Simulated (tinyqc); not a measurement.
# Resistance of a source-drain extension with a graded tip, step by step

tinyqc, about 0.05 s, one thread, Intel Xeon 2.30GHz (shared host): `OMP_NUM_THREADS=1 python tinyqc.py 2282034 2282035 out.jsonl` Printed values are rounded.

y runs along the channel, the gate covers y > 0. The doping is N0 for y < y0 and N0 10^(-(y - y0)/la) beyond, uniform over the depth xj. Sheet conductance s(y) = q mu(N) max(N - Nch, 0) xj + (for y > 0) ma Cox Vo, with mu(N) = u0 + (u1 - u0)/(1 + (N/Nr)^au) and Cox = eps0 eox/tox. Current is taken as one-dimensional; depletion of the tip, spreading and the contact are left out. The metallurgical junction lies at yj, where N = Nch.

Inputs (values chosen for the exercise); mobility law close to that of electrons in silicon: relative permittivity of the gate insulator (close to silicon nitride) eox = 7.59; insulator thickness tox = 1.9 nm; active doping of the extension far from the gate N0 = 9.9e19 cm^-3; lateral abruptness la = 4.4 nm/decade; position under the gate where the fall begins (gate edge at 0) y0 = 1.4 nm; depth of the extension xj = 13 nm; channel doping Nch = 1.1e18 cm^-3; gate overdrive Vo = 0.66 V; mobility of the gate-induced layer ma = 88 cm^2/(V s); mobility at low doping u1 = 1414 cm^2/(V s); mobility at high doping u0 = 68.5 cm^2/(V s); reference doping Nr = 9.2e16 cm^-3; exponent au = 0.711; gate length Lg = 90 nm.

Constants: q = 1.602176634e-19 C, eps0 = 8.8541878128e-14 F/cm where lengths are in cm. Results are converted to the units shown.

## Sheet resistances and junction position

yj = y0 + la log10(N0/Nch); sheet resistance of the full extension 1/[q mu(N0)(N0 - Nch) xj] and of the gate-induced layer 1/(ma Cox Vo); metallurgical length Lg - 2 yj; ye is where the doped and the gate-induced conductances are equal.

yj = 9.99867 nm
sheet resistance of the extension = 630.052 ohm/square
sheet resistance of the induced layer = 4867.84 ohm/square
metallurgical length = 70.0027 nm
ye = 5.86106 nm
N at ye = 9.58864e18 cm^-3

The gate takes over 4.14 nm before the junction, where N is still 8.72 times the channel doping.

## Resistance of the overlapped part

Midpoint rule on 12 equal steps from 0 to yj: R_ov = sum h/s(y), per width.

```
point    y (nm)   N (cm^-3)  doped conductance (uS)  sheet resistance (ohm/square)
0      0.416611      9.9e19                 1587.17                        557.849
1       1.24983      9.9e19                 1587.17                        557.849
2       2.08306  6.92461e19                 1142.80                        741.712
3       2.91628  4.47741e19                 771.651                        1023.46
4       3.74950  2.89506e19                 525.935                        1367.31
5       4.58272  1.87193e19                 361.630                        1763.48
6       5.41594  1.21038e19                 250.118                        2195.16
7       6.24917  7.82622e18                 172.735                        2644.35
8       7.08239  5.06038e18                 117.236                        3099.18
9       7.91561  3.27201e18                 75.5163                        3559.40
10      8.74883  2.11566e18                 42.1449                        4039.18
11      9.58206  1.36797e18                 13.4321                        4569.09
```

R_ov = 21.762 ohm um

The exact integral is 21.785 ohm um; the coarse sum is 0.11 % below it.
